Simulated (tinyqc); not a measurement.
Size effects in the resistivity of thin metal films and interconnect lines. Inputs raised by 10 %, one at a time. Computed by tinyqc, a small Python program. Command: `OMP_NUM_THREADS=1 python tinyqc.py 3010469 3010470 out.jsonl size sens`. One thread of a shared host (Intel(R) Xeon(R) Processor @ 2.30GHz), about 0.01 s of CPU time with the checks.

Electrons lose their drift at surfaces (a share 1 - p of the hits) and at grain boundaries (reflection R), besides bulk scattering. The line sits in a trench with a non-conducting liner on both walls and the bottom; the spacing equals the drawn width.

Inputs (values chosen for the exercise, modelled on iridium):
```
quantity                          value         unit
bulk resistivity rho_b             5.04  microohm cm
bulk mean free path lambda         7.14           nm
specularity p                         0            -
grain-boundary reflection R        0.18            -
drawn line width w                  5.1           nm
grain size over metal width         1.6            -
aspect ratio (height over width)    1.9            -
liner thickness t                   1.3           nm
line length                          93   micrometre
permittivity of the dielectric k    3.9            -
```

Geometry: line.

Constants: eps_0 = 8.8541878128e-12 F/m.

Method:
- Metal width w_m = w - 2t, height h_m = (aspect ratio) w - t, grain size D = (ratio) w_m.
- Mayadas-Shatzkes: alpha = (lambda/D) R/(1 - R); rho_b/rho = 1 - 3 alpha/2 + 3 alpha^2 - 3 alpha^3 ln(1 + 1/alpha).
- Fuchs-Sondheimer film: rho_b/rho = 1 - (3/(2 kappa))(1 - p) int_0^1 (s - s^3)(1 - exp(-kappa/s))/(1 - p exp(-kappa/s)) ds, f = rho/rho_b, kappa = thickness/lambda, 80 Gauss-Legendre points.
- Line: the excess of a film of thickness w_m and of a film of thickness h_m are added, rho/rho_b = 1 + (f(w_m) - 1) + (f(h_m) - 1), an estimate that holds best when both sides exceed lambda.
- Total: rho = rho_b [1 + surface excess + grain excess]; resistance per length rho/(w_m h_m); capacitance per length C = 2 k eps_0 (aspect ratio + 1/2), a parallel-plate estimate for two neighbours plus a fixed term for the planes above and below; delay 0.38 R C L^2; effective resistivity per drawn area.

Runs; columns: (1) input moved; (2) from; (3) to; (4) resistivity rho (microohm cm); (5) resistance per length (ohm/micrometre); (6) RC delay (ps); (7) rho/rho_b from grains:
```
(1)                                    (2)    (3)     (4)     (5)     (6)     (7)
base run                                 -      -  16.221  7733.4  4212.8  1.5526
bulk resistivity rho_b (microohm cm)  5.04  5.544  17.843  8506.7  4634.1  1.5526
drawn line width w (nm)                5.1   5.61  14.538  5160.8  2811.4  1.4612
grain size over metal width            1.6   1.76  15.974  7615.7  4148.7  1.5036
aspect ratio (height over width)       1.9   2.09  16.006  6841.0  4021.7  1.5526
liner thickness t (nm)                 1.3   1.43  17.239  9317.2  5075.6  1.6149
line length (micrometre)                93  102.3  16.221  7733.4  5097.5  1.5526
permittivity of the dielectric k       3.9   4.29  16.221  7733.4  4634.1  1.5526
```

Exponents ln(y'/y) / ln(x'/x):
```
input                             resistivity rho  resistance per length  RC delay  rho/rho_b from grains
bulk resistivity rho_b                      1.000                  1.000     1.000                  0.000
drawn line width w                         -1.149                 -4.244    -4.244                 -0.636
grain size over metal width                -0.161                 -0.161    -0.161                 -0.336
aspect ratio (height over width)           -0.140                 -1.286    -0.487                  0.000
liner thickness t                           0.639                  1.955     1.955                  0.413
line length                                 0.000                  0.000     2.000                  0.000
permittivity of the dielectric k            0.000                  0.000     1.000                  0.000
```

To which inputs is each result most sensitive?

Among the inputs moved here: resistivity rho answers most in size to drawn line width w (exponent -1.149), next to bulk resistivity rho_b (+1.000); its exponent is below 0.0005 for line length, permittivity of the dielectric k. Its exponent +1.000 in bulk resistivity rho_b: everything scales with rho_b at fixed lambda. Resistance per length answers most in size to drawn line width w (exponent -4.244), next to liner thickness t (+1.955); its exponent is below 0.0005 for line length, permittivity of the dielectric k. RC delay answers most in size to drawn line width w (exponent -4.244), next to line length (+2.000). Its exponent +2.000 in line length: a distributed RC line. rho/rho_b from grains answers most in size to drawn line width w (exponent -0.636), next to liner thickness t (+0.413); its exponent is below 0.0005 for bulk resistivity rho_b, aspect ratio (height over width), line length, permittivity of the dielectric k.
